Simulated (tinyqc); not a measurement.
Inside a calculation. Method: RKS/LDA (VWN5) in the 6-311g basis, for H2, spin multiplicity 1. One step of it, computed by the program tinyqc.

Problem. Iteration 2: DIIS coefficients. Solve [B -1; -1 0][c; lambda] = [0; -1] for the coefficients, which sum to one.

B (overlaps of the stored error matrices):
```
                1               2
1   6.7373132e-02  -4.1804994e-03
2  -4.1804994e-03   8.2972433e-04
```

Give: DIIS coefficients.

Solution.

DIIS coefficients: 0.0654  0.9346
